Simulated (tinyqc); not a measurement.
Implant damage, amorphisation by cascade overlap, and solid-phase epitaxial regrowth. Changing the dose Q. Computed by tinyqc, a small Python program. Command: `OMP_NUM_THREADS=1 python tinyqc.py 3113659 3113660 out.jsonl sper sweep`. One thread of a shared host (Intel(R) Xeon(R) Processor @ 2.30GHz), about 0.01 s of CPU time with the checks.

Range and width of the damage are inputs. Dynamic annealing enters only through the surviving share f.

Inputs (values chosen for the exercise, modelled on antimony ions in silicon):

| quantity | value | unit |
|---|---|---|
| atomic density N | 49.9 | 1/nm^3 |
| ion Z1 | 51 | - |
| ion mass M1 | 121.8 | u |
| target Z2 | 14 | - |
| target mass M2 | 28.09 | u |
| ion energy E | 35 | keV |
| displacement energy E_d | 16 | eV |
| depth of the damage peak R_d | 16 | nm |
| width of the damage profile s_d | 9.6 | nm |
| share of defects that survive f | 0.73 | - |
| critical displaced share x_c | 0.18 | - |
| regrowth prefactor v0 | 6e+15 | nm/s |
| regrowth energy E_a | 2.7 | eV |
| anneal temperature | 564 | C |
| rate relative to (100) | 1 | - |
| peak enhancement by the dopant | 9.8 | - |

Constants: a_0 = 0.529177210903 angstrom; e^2/(4 pi eps_0) = 14.39964548 eV angstrom; k_B = 8.617333262e-05 eV/K.

Method:
- Robinson partition: eps = E a M2/(Z1 Z2 (e^2/(4 pi eps_0)) (M1 + M2)), a = 0.8853 a_0/sqrt(Z1^(2/3) + Z2^(2/3)); k = 0.0793 Z1^(2/3) Z2^(1/2) (M1 + M2)^(3/2)/((Z1^(2/3) + Z2^(2/3))^(3/4) M1^(3/2) M2^(1/2)); damage energy T_d = E/(1 + k (eps + 0.40244 eps^(3/4) + 3.4008 eps^(1/6))); displacements nu = 0.8 T_d/(2 E_d).
- Displaced share x(z) = f nu Q exp(-(z - R_d)^2/(2 s_d^2))/(sqrt(2 pi) s_d N); the layer is amorphous where x > x_c, between R_d -/+ s_d sqrt(2 ln(x_max/x_c)), the upper edge being cut at the surface. Threshold dose Q_c = Q x_c/x_max.
- Displaced atoms per area beyond the lower edge z2: f nu Q (1/2) erfc((z2 - R_d)/(sqrt2 s_d)); they are not removed by regrowth.
- v = v0 x orientation factor x exp(-E_a/(k_B T)) x [1 + (enhancement - 1) exp(-(z - R_d)^2/(2 s_d^2))], T = anneal temperature + 273.15 K; the dopant is taken to follow the damage profile; the lower front moves from the lower edge z2 to the surface, or to the middle (z1 + z2)/2 of a buried layer with upper edge z1; time = int dz/v; the equivalent undoped distance is that time times the undoped velocity.

One run for each value:

| dose Q (1/cm^2) | lower edge (nm) | upper edge (nm) | displaced atoms beyond z2 (1/cm^2) | time with enhancement (s) |
|---|---|---|---|---|
| 6.20e+13 | 24.32 | 7.683 | 6.076e+15 | 2.85 |
| 1.30e+14 | 30.34 | 1.660 | 4.460e+15 | 6.29 |
| 2.60e+14 | 34.26 | 0.000 | 3.771e+15 | 17.83 |
| 5.40e+14 | 37.64 | 0.000 | 3.317e+15 | 22.86 |
| 1.10e+15 | 40.48 | 0.000 | 3.006e+15 | 28.56 |
| 2.30e+15 | 43.11 | 0.000 | 2.763e+15 | 34.92 |
| 4.70e+15 | 45.44 | 0.000 | 2.577e+15 | 41.16 |
| 9.70e+15 | 47.63 | 0.000 | 2.423e+15 | 47.36 |
| 2.00e+16 | 49.67 | 0.000 | 2.294e+15 | 53.31 |

Over the rows, lower edge (nm) rises from 24.3 to 49.7 (exponent d ln y / d ln x 0.30 between the first rows and 0.058 between the last); upper edge (nm) falls from 7.68 to 0, flat over part of the range; displaced atoms beyond z2 (1/cm^2) falls from 6.08e15 to 2.29e15 (exponent d ln y / d ln x -0.42 between the first rows and -0.076 between the last).  Left out: 3.00e13 (the dose does not amorphise).
